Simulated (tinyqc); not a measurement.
Linear model of a band gap against the share of exact exchange: sweeps and comparisons. A value that a table varies takes the place of the one given here.

E(alpha) = E0 + S alpha. A wider gap screens less, modelled in the Penn form eps(alpha) = 1 + (e0 - 1)(EP/(EP + S alpha))^2 with a scale EP chosen for the exercise. A dielectric-dependent hybrid takes alpha = 1/eps.

Parameters, chosen for this exercise (of the order of those of InP; the results hold for these values, not for the real material): E0 = 0.68 eV (gap of the semi-local functional); S = 5.99 eV (slope dE/d(alpha)); e0 = 10.18 (optical dielectric constant at alpha = 0); EP = 9.8 eV (energy scale of the screening); Et = 1.42 eV (target gap).

## Sweep of alpha

Also the exciton scale relative to alpha = 0, (m/m(0))(eps(0)/eps)^2, with a mass proportional to E + D, D = E0/2 + 0.3 eV, a k.p rule for direct gaps only.

Results:

| alpha | E (eV) | eps | alpha eps | exciton scale |
|---|---|---|---|---|
| 0.00 | 0.680 | 10.180 | 0.000 | 1.00 |
| 0.05 | 0.980 | 9.644 | 0.482 | 1.37 |
| 0.10 | 1.279 | 9.153 | 0.915 | 1.80 |
| 0.15 | 1.579 | 8.703 | 1.305 | 2.30 |
| 0.20 | 1.878 | 8.289 | 1.658 | 2.88 |
| 0.25 | 2.178 | 7.908 | 1.977 | 3.54 |
| 0.35 | 2.776 | 7.230 | 2.530 | 5.13 |
| 0.50 | 3.675 | 6.385 | 3.193 | 8.31 |

alpha eps reaches 1 between alpha = 0.1 and 0.15 (fixed point 0.110), and the target gap is met between 0.1 and 0.15. At the fixed point the gap is 1.34 eV, -0.08 eV from the target. From 0 to 0.25 the gap grows by 1.50 eV while eps falls by 22 %; the exciton scale, which takes both, grows by a factor of 3.54.

## What each parameter does

Fixed point alpha = 1/eps(alpha), gap and eps there. Each row changes one parameter from the base and keeps the others.

Results:

| case | alpha | E (eV) | eps |
|---|---|---|---|
| base | 0.1104 | 1.341 | 9.056 |
| E0 = 0.612 eV | 0.1104 | 1.273 | 9.056 |
| S = 5.391 eV | 0.1090 | 1.268 | 9.170 |
| e0 = 9.162 | 0.1242 | 1.424 | 8.051 |
| EP = 8.82 eV | 0.1120 | 1.351 | 8.928 |

The largest shifts from the base row, up to three for each result and ties (the steps differ in size, so this ranks the rows, not the parameters). alpha: e0 +0.0138, EP +0.0016, S -0.0014; unchanged at the printed digits by E0. E (eV): e0 +0.083, S -0.074, E0 -0.068. eps: e0 -1.005, EP -0.128, S +0.115; unchanged at the printed digits by E0.

Computed by tinyqc, a small Python program: `OMP_NUM_THREADS=1 python tinyqc.py 1850771 1850772 out.jsonl` (the numbers bound the seed that draws the inputs); one thread of a shared host (Intel(R) Xeon(R) Processor @ 2.30GHz), about 0.01 s for the whole set of steps.
